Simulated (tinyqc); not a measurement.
Rapid thermal processing of a wafer: radiative balance, ramp and cooling, pattern effects, pyrometer error and spike budget: one step, computed by the program tinyqc.

The wafer is opaque and uniform through its thickness unless said otherwise; temperatures in formulas are in kelvin (C + 273.15). sigma = 5.670374419e-12 W/(cm^2 K^4).

Problem. Pattern effect. At steady state a sinusoidal change of absorbed power of relative amplitude a and period p gives the temperature amplitude a q/(dq/dT + k d (2 pi/p)^2); healing length l = sqrt(k d/(dq/dT)); process change = E_a dT/(k_B T^2). Emissivity is taken as unchanged.

Inputs (values chosen for the exercise, modelled on a hot silicon wafer):
```
quantity                                        value        unit
wafer thickness d                                 525  micrometre
thermal conductivity k                           0.28    W/(cm K)
wall temperature T_w                              300           K
process temperature                               844           C
relative change of absorptivity over a pattern     13           %
period of the pattern                               4          mm
activation energy of the process E_a             1.24          eV
```

dq/dT = 34.95713 mW/(cm^2 K)

holding power q = 12.57069 W/cm^2

Constants: k_B = 8.617333262e-05 eV/K.

Give: healing length l; amplitude without lateral conduction; amplitude; change of the process rate.

Solution.

healing length l = 6.4847 mm

amplitude without lateral conduction = 46.748 K

amplitude = 0.44625 K

change of the process rate = 0.51452 %

Lateral conduction cuts the amplitude to 0.95 %, since p/(2 pi l) = 0.098.
